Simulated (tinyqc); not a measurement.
Changing the barrier thickness d: charge control and current of a heterostructure field-effect transistor. Computed by tinyqc, a small Python program. Command: `OMP_NUM_THREADS=1 python tinyqc.py 3028480 3028481 out.jsonl hemt sweep`. One thread of a shared host (Intel(R) Xeon(R) Processor @ 2.30GHz), about 0.02 s of CPU time with the checks.

Two subbands in a triangular well; E_F is counted from the conduction band edge of the channel at the interface.

Inputs (values chosen for the exercise, modelled on AlGaN/GaN):

| quantity | value | unit |
|---|---|---|
| channel mass m | 0.21 | m_0 |
| permittivity eps (barrier and channel) | 9.6 | - |
| Schottky barrier phi_B | 1.2 | eV |
| conduction band offset dE_c | 0.39 | eV |
| polarisation charge sigma/e | 1.3e+13 | 1/cm^2 |
| gate voltage V_G | 0 | V |
| mobility mu | 2000 | cm^2/(V s) |
| saturation velocity v_s | 1.2 | 1e7 cm/s |
| gate length L | 280 | nm |
| source resistance R_S | 0 | ohm mm |
| temperature T | 400 | K |
| mixing | 0.5 | - |
| iteration cap | 200 | - |

Charge source: polarisation. Velocity law: smooth.

Constants: e = 1.602176634e-19 C; eps_0 = 8.8541878128e-12 F/m; k_B = 8.617333262e-05 eV/K; hbar = 1.054571817e-34 J s; m_0 = 9.1093837015e-31 kg; k_B = 1.380649e-23 J/K.

Method:
- Threshold V_T = phi_B - dE_c - sigma d/(eps eps_0) (in volts); C_b = eps eps_0/d.
- Charge control: n_s = C_b (V_G - V_T - E_F/e)/e. Well: mean field F = e n_s/(2 eps eps_0), E_i = (hbar^2/2m)^(1/3) [(3 pi e F/2)(i + 3/4)]^(2/3), i = 0, 1; n_s = D k_B T sum_i ln(1 + exp((E_F - E_i)/k_B T)), D = m/(pi hbar^2), which is solved in closed form for E_F.
- Iteration from n_s = C_b (V_G - V_T)/(2e): E_F from n_s, n_out from the charge control, n_new = n_s + mixing (n_out - n_s), kept above n_s/10; stop when |n_out/n_s - 1| < 1e-9.
- C_g = e dn_s/dV_G = 1/(1/C_b + 1/C_q), 1/C_q = d(E_F/e)/d(e n_s) by a central difference of +/- 0.1 % in n_s; added distance dd = eps eps_0/C_q.
- With V = e n_s/C_g and V_c = v_s L/mu: for v = mu F/(1 + mu F/v_s), V_Dsat = V_c (sqrt(1 + 2V/V_c) - 1) and I/W = C_g v_s (V - V_Dsat); g_m = dI/dV; extrinsic g_m/(1 + g_m R_S); f_T = g_m/(2 pi C_g L).

One run for each value:

| barrier thickness d (nm) | sheet density n_s (1/cm^2) | threshold voltage V_T (V) | gate capacitance C_g (microfarad/cm^2) | intrinsic g_m (mS/mm) |
|---|---|---|---|---|
| 5.4 | 3.498e+12 | -0.51 | 1.104 | 825.4 |
| 7.3 | 5.420e+12 | -0.98 | 0.921 | 788.9 |
| 9.9 | 7.099e+12 | -1.62 | 0.729 | 676.9 |
| 13.0 | 8.342e+12 | -2.38 | 0.579 | 564.7 |
| 18.0 | 9.527e+12 | -3.60 | 0.433 | 440.6 |
| 24.0 | 1.034e+13 | -5.07 | 0.332 | 347.4 |
| 33.0 | 1.103e+13 | -7.28 | 0.246 | 263.4 |
| 44.0 | 1.151e+13 | -9.97 | 0.187 | 203.4 |
| 60.0 | 1.190e+13 | -13.89 | 0.138 | 152.9 |

Over the rows, sheet density n_s (1/cm^2) rises from 3.50e12 to 1.19e13 (exponent d ln y / d ln x 1.5 between the first rows and 0.11 between the last); threshold voltage V_T (V) falls from -0.513 to -13.9 (exponent d ln y / d ln x 2.1 between the first rows and 1.1 between the last); gate capacitance C_g (microfarad/cm^2) falls from 1.10 to 0.138 (exponent d ln y / d ln x -0.60 between the first rows and -0.97 between the last). At the high end the exponent of gate capacitance C_g is -0.97, close to -1: a thick barrier. n_s approaches sigma/e = 1.3e13 from below and reaches 92 % of it in the last row; the threshold is zero at d = eps eps_0 (phi_B - dE_c)/sigma = 3.31 nm. Left out: 4.00 (the gate voltage is too near the threshold).

Caution (rows 24.0, 33.0, 44.0, 60.0): E_F lies above the conduction band minimum of the barrier, so electrons would spill into the barrier.

Extremes, crossings and ranges named in words are read from the listed rows.
